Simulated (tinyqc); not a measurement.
## Van der Pauw, Hall and four-point-probe measurements on a doped layer: correction factor against the shape of the sample

A uniform p-type layer with sheet resistance Rs = 1/(q ns mu), point contacts, low field (mu B small).

Rs = 1/(q ns mu). For a rectangle with contacts at the corners, RA = (8 Rs/pi) sum_(k>=0) ln coth((2k + 1) pi a/(2 b)) with current along a short side b and voltage along the opposite one, RB the same with a and b exchanged. ar = a/b. F = Rs/[(pi/ln 2)(RA + RB)/2]; small-asymmetry estimate 1 - (ln 2/2) d^2 - ((ln 2)^2/4 - (ln 2)^3/12) d^4 with d = (RB - RA)/(RB + RA).

Inputs (values chosen for the exercise):
- ns = 6e13 cm^-2 (sheet density of the layer)
- mu = 41 cm^2/(V s) (drift mobility)

Constants: q = 1.602176634e-19 C. Results are converted to the units shown.

Result of one run:

| ar | RA (ohm) | RB (ohm) | RB/RA | F | estimate of F |
|---|---|---|---|---|---|
| 2.6 | 3.664 | 4359 | 1190 | 0.2566 | 0.5628 |

What becomes of these results when the side ratio a/b of a rectangular sample with corner contacts ar is changed from 2.6 to 1.69, all else the same?

Result of the changed run:

| ar | RA (ohm) | RB (ohm) | RB/RA | F | estimate of F |
|---|---|---|---|---|---|
| 1.69 | 63.91 | 2080 | 32.55 | 0.5221 | 0.6213 |

The whole series:

| ar | RA (ohm) | RB (ohm) | RB/RA | F | estimate of F |
|---|---|---|---|---|---|
| 1 | 559.8 | 559.8 | 1.000 | 1.000 | 1.000 |
| 1.23 | 271.3 | 1013 | 3.734 | 0.8718 | 0.8741 |
| 1.46 | 131.6 | 1530 | 11.62 | 0.6738 | 0.7082 |
| 1.69 | 63.91 | 2080 | 32.55 | 0.5221 | 0.6213 |
| 1.91 | 32.02 | 2623 | 81.92 | 0.4217 | 0.5862 |
| 2.14 | 15.54 | 3198 | 205.8 | 0.3484 | 0.5713 |
| 2.37 | 7.547 | 3778 | 500.6 | 0.2958 | 0.5653 |
| 2.6 | 3.664 | 4359 | 1190 | 0.2566 | 0.5628 |

RB/RA rises from 1.00 to 1190 and F falls from 1.00 to 0.257. The estimate is 5.1 % above F at a/b = 1.46 and 2.19 times it in the last row. RA shrinks about as exp(-pi a/b): by a factor of 2.06 between the last two rows, against 2.06.

Computed by the program tinyqc: `OMP_NUM_THREADS=1 python tinyqc.py 2850121 2850122 out.jsonl`, one thread of a shared Intel Xeon 2.30GHz, about 0.01 s for the whole run.
